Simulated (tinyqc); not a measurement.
Inside a calculation. Method: UKS/PBE in the sto-6g basis, for H4, spin multiplicity 3. This run ends on a higher stationary point, not on the lowest solution. One step of it, computed by the program tinyqc.

Problem. Iteration 1: building the Kohn-Sham matrix. J_ij = sum D_kl (ij|kl) with D = D(alpha) + D(beta); F = H + J + V_xc; E = tr D H + tr D J / 2 + E_xc + E_nn.

D(alpha) at the start:
```
          1H 1s     2H 1s     3H 1s     4H 1s
1H 1s  0.722340  0.065883  0.034375  0.015346
2H 1s  0.065883  0.722340  0.015346  0.034375
3H 1s  0.034375  0.015346  0.722340  0.065883
4H 1s  0.015346  0.034375  0.065883  0.722340
```

D(beta) at the start:
```
          1H 1s     2H 1s     3H 1s     4H 1s
1H 1s  0.240780  0.021961  0.011458  0.005115
2H 1s  0.021961  0.240780  0.005115  0.011458
3H 1s  0.011458  0.005115  0.240780  0.021961
4H 1s  0.005115  0.011458  0.021961  0.240780
```

core Hamiltonian H = T + V (hartree):
```
           1H 1s      2H 1s      3H 1s      4H 1s
1H 1s  -1.338507  -0.645069  -0.152784  -0.092827
2H 1s  -0.645069  -1.338507  -0.092827  -0.152784
3H 1s  -0.152784  -0.092827  -1.338507  -0.645069
4H 1s  -0.092827  -0.152784  -0.645069  -1.338507
```

Two-electron integrals (ij|kl) in chemists' order, unique and non-zero (hartree):
```
(11|11) 0.774999   (21|11) 0.210110   (21|21) 0.079676   (22|11) 0.404943
(22|21) 0.210110   (22|22) 0.774999   (31|11) 0.037619   (31|21) 0.011846
(31|22) 0.026492   (31|31) 0.003557   (32|11) 0.018078   (32|21) 0.007166
(32|22) 0.019916   (32|31) 0.001802   (32|32) 0.001102   (33|11) 0.239270
(33|21) 0.083270   (33|22) 0.208541   (33|31) 0.037619   (33|32) 0.019916
(33|33) 0.774999   (41|11) 0.019916   (41|21) 0.007166   (41|22) 0.018078
(41|31) 0.001802   (41|32) 0.001079   (41|33) 0.018078   (41|41) 0.001102
(42|11) 0.026492   (42|21) 0.011846   (42|22) 0.037619   (42|31) 0.002522
(42|32) 0.001802   (42|33) 0.026492   (42|41) 0.001802   (42|42) 0.003557
(43|11) 0.083270   (43|21) 0.031131   (43|22) 0.083270   (43|31) 0.011846
(43|32) 0.007166   (43|33) 0.210110   (43|41) 0.007166   (43|42) 0.011846
(43|43) 0.079676   (44|11) 0.208541   (44|21) 0.083270   (44|22) 0.239270
(44|31) 0.026492   (44|32) 0.018078   (44|33) 0.404943   (44|41) 0.019916
(44|42) 0.037619   (44|43) 0.210110   (44|44) 0.774999
```

nuclear repulsion = 1.74465202 hartree

V_xc(alpha) (hartree):
```
           1H 1s      2H 1s      3H 1s      4H 1s
1H 1s  -0.475249  -0.152173  -0.026908  -0.015735
2H 1s  -0.152173  -0.475249  -0.015735  -0.026908
3H 1s  -0.026908  -0.015735  -0.475249  -0.152173
4H 1s  -0.015735  -0.026908  -0.152173  -0.475249
```

V_xc(beta) (hartree):
```
           1H 1s      2H 1s      3H 1s      4H 1s
1H 1s  -0.374796  -0.119529  -0.021337  -0.012461
2H 1s  -0.119529  -0.374796  -0.012461  -0.021337
3H 1s  -0.021337  -0.012461  -0.374796  -0.119529
4H 1s  -0.012461  -0.021337  -0.119529  -0.374796
```

E_xc = sum of w rho eps_xc = -1.39772754 hartree

Give: Coulomb J; F(alpha); F(beta); total energy of this density.

Solution.

Coulomb J (hartree):
```
        1H 1s   2H 1s   3H 1s   4H 1s
1H 1s  1.6267  0.5873  0.1284  0.0761
2H 1s  0.5873  1.6267  0.0761  0.1284
3H 1s  0.1284  0.0761  1.6267  0.5873
4H 1s  0.0761  0.1284  0.5873  1.6267
```

F(alpha) (hartree):
```
         1H 1s    2H 1s    3H 1s    4H 1s
1H 1s  -0.1871  -0.2099  -0.0513  -0.0324
2H 1s  -0.2099  -0.1871  -0.0324  -0.0513
3H 1s  -0.0513  -0.0324  -0.1871  -0.2099
4H 1s  -0.0324  -0.0513  -0.2099  -0.1871
```

F(beta) (hartree):
```
         1H 1s    2H 1s    3H 1s    4H 1s
1H 1s  -0.0866  -0.1773  -0.0458  -0.0292
2H 1s  -0.1773  -0.0866  -0.0292  -0.0458
3H 1s  -0.0458  -0.0292  -0.0866  -0.1773
4H 1s  -0.0292  -0.0458  -0.1773  -0.0866
```

total energy of this density = -1.820441 hartree

This density is the starting one; it is not idempotent, so its energy is not variational and may lie below the converged one.
